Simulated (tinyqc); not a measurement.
Inside a calculation: valley splitting of a silicon quantum well in envelope theory. Values are carried at full precision from step to step, so a last printed digit may differ when a step is redone from the rounded ones.

Constants: hbar^2/2m0 = 3.80998211 eV angstrom^2; kB = 8.617333262e-05 eV/K.

Values chosen for the exercise (near those of a strained Si well in SiGe; shifted at random, so the results belong to these values and not to a real crystal): k0 = 0.836 2 pi/a (valley position); a = 5.431 angstrom (lattice constant); ml = 0.917 m0 (mass along z); F = 2.9 mV/nm (field pressing towards the upper interface); w = 0.8 angstrom (interface width parameter); L = 52 angstrom (well width); V0 = 0.2 eV (conduction offset); C0 = 0.275 (Bloch overlap factor); Yb = 0.3 (Ge share of the barrier); Yw = 0.02 (Ge share of the well); ad = 180 angstrom (dot radius).

## Wave number and lengths

q = 2 k0 (2 pi/a), its wavelength, the field length (c/(ml e F))^(1/3) with c = hbar^2/2m0 and 1 mV/nm = 1e-4 eV/angstrom, and the damping factor y/sinh(y), y = pi q w, of a step smoothed as 1/(1 + exp(z/w)).

q = 1.9344 1/angstrom
wavelength = 3.248 angstrom
field length = 24.3 angstrom
damping factor = 0.0752

## The envelope

The well lies at 0 < z < L; U(z) = V0 [1/(1 + exp(z/w)) + 1/(1 + exp((L - z)/w))] - e F z, 1 mV/nm = 1e-4 eV/angstrom. The envelope psi solves -(c/ml) psi'' + U psi = E psi, c = hbar^2/2m0, by three-point differences on a grid of 0.1 angstrom from -40 to L + 40 angstrom. The two valleys at +/- k0 couple through D = C0 times the integral of exp(-i q z) U(z) psi^2, q = 2 k0 (2 pi/a), and split by Ev = 2|D|.

Two lowest levels, mean position, and psi^2 at both interfaces.

levels (meV): 3.39  36.92

<z> = 28.1 angstrom
psi^2 at z = 0 and L (1/angstrom): 0.00109  0.00242

The field makes psi^2 at the upper interface 2.22 times that at the lower one. The orbital spacing is 33.5 meV.

## Contributions to the coupling

Split D into the lower barrier, the upper barrier and the field term.

Parts of D (micro-eV):
```
part            real  imaginary   size
lower barrier  2.268      1.286  2.608
upper barrier  4.704     -3.344  5.771
field term     0.011     -0.006  0.012
```

## Valley splitting and phase

The inter-valley coupling D is the sum of the complex parts; Ev = 2|D|, the valley phase is arg D, and kB T equals Ev at T = Ev/kB.

Ev = 14.6 micro-eV
phase = -0.29 rad
T = 0.17 K

The upper barrier gives the largest part.

## Alloy disorder

Random alloy: with Y(z) = Yw + (Yb - Yw) B(z), B the bracket in U, and in-plane density exp(-r^2/ad^2)/(pi ad^2), D gains a random complex part of variance sigma^2 = (C0^2/pi)(a^2 V0/(8 ad (Yb - Yw)))^2 (4/a) times the integral of psi^4 Y (1 - Y). Alone it gives a mean splitting sqrt(pi) sigma; together with the smooth part the rms splitting is 2 sqrt(|D|^2 + sigma^2).

Give the integral, sigma, the mean splitting from disorder alone and the rms total.

integral = 0.000492 1/angstrom
sigma = 43.2 micro-eV
sqrt(pi) sigma = 76.6 micro-eV
rms splitting = 87.7 micro-eV

|D|/sigma = 0.17: disorder dominates, so the splitting scatters from dot to dot down to zero.

## Checks

- Lowest level for sharp walls and no field against the square well, meV: both 10.9.
- Size of one barrier part in that case against C0 V0 psi(0)^2/sqrt(q^2 + 4 kappa^2), micro-eV: 49 against 50.

tinyqc: `OMP_NUM_THREADS=1 python tinyqc.py 1251330 1251331 out.jsonl`; about 0.1 s, one thread, shared Intel(R) Xeon(R) Processor @ 2.30GHz.
